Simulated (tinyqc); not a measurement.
# From one set of inputs to another, one input at a time

Model: microkinetic model of a Langmuir-Hinshelwood surface reaction A + (1/2) B2 = AB with Bronsted-Evans-Polanyi barriers. Computed by tinyqc, a small Python program. Command: `OMP_NUM_THREADS=1 python tinyqc.py 3008508 3008509 out.jsonl microkin ladder`. One thread of a shared host (Intel(R) Xeon(R) Processor @ 2.30GHz), about 0.01 s of CPU time with the checks.

A adsorbs in equilibrium; B2 dissociates irreversibly on two free sites; adsorbed A and B react irreversibly and AB leaves at once. theta_A + theta_B + theta_* = 1.

The inputs printed are set A. Inputs not listed in the table keep their values of set A, so the rows need not describe a real material.

Inputs (values chosen for the exercise, for a model catalyst):
```
quantity                              value   unit
adsorption energy of A, E_A           -1.34     eV
adsorption energy per B atom, E_B     -1.31     eV
entropy loss of A, S_A                  1.7  meV/K
entropy loss of B2, S_B                 1.7  meV/K
slope a1 of the dissociation barrier   0.41      -
intercept b1                            1.4     eV
slope a2 of the reaction barrier       0.44      -
intercept b2                           0.27     eV
pressure p_A                          0.001    bar
pressure p_B                           0.15    bar
temperature T                           525      K
```

Constants: k_B = 8.617333262e-05 eV/K; hbar = 6.582119569e-16 eV s.

Method. K_A = exp(-(E_A + T S_A)/(k_B T)) per bar; barriers E1 = max(b1 + a1 2 E_B, 0), E2 = b2 - a2 (E_A + E_B); k1 = (k_B T/h) exp(-S_B/k_B) exp(-E1/(k_B T)) per bar, k2 = (k_B T/h) exp(-E2/(k_B T)), h = 2 pi hbar. theta_A = K_A p_A theta_*; 2 k1 p_B theta_*^2 = k2 theta_A theta_B, so theta_B = w theta_* with w = 2 k1 p_B/(k2 K_A p_A); theta_* = 1/(1 + K_A p_A + w); rate r = k2 theta_A theta_B.

Each row keeps all changes above it:
```
input moved                              from      to  rate r (1/s per site)  theta_*    theta_A
set A                                       -       -              1.293e-02   0.0442  8.733e-01
adsorption energy per B atom, E_B (eV)  -1.31  -0.728              4.028e-07   0.0482  9.518e-01
temperature T (K)                         525     775              7.837e-02   0.9984  1.398e-03
pressure p_A (bar)                      0.001    0.91              1.520e-02   0.4396  5.604e-01
intercept b1 (eV)                         1.4     1.5              3.400e-03   0.4396  5.604e-01
intercept b2 (eV)                        0.27    0.24              3.400e-03   0.4396  5.604e-01
adsorption energy of A, E_A (eV)        -1.34   -1.42              6.448e-04   0.1915  8.085e-01
pressure p_B (bar)                       0.15    0.86              3.697e-03   0.1915  8.085e-01
```

Rate r goes from 0.0129 to 0.00370, a factor 0.286 in all. The largest single move comes from temperature T (a factor 195000), but it runs against the net change; the largest move in the direction of the net change is adsorption energy per B atom, E_B (a factor 3.12e-5). theta_* goes from 0.0442 to 0.191, a factor 4.33 in all. The largest single move comes from temperature T (a factor 20.7), and adsorption energy of A, E_A works against it (a factor 0.436). theta_A goes from 0.873 to 0.809, a factor 0.926 in all. The largest single move comes from temperature T (a factor 0.00147), and pressure p_A works against it (a factor 401). The single moves hold for this order of the switches; the total does not depend on the order.

Extremes, crossings and ranges named in words are read from the listed rows.
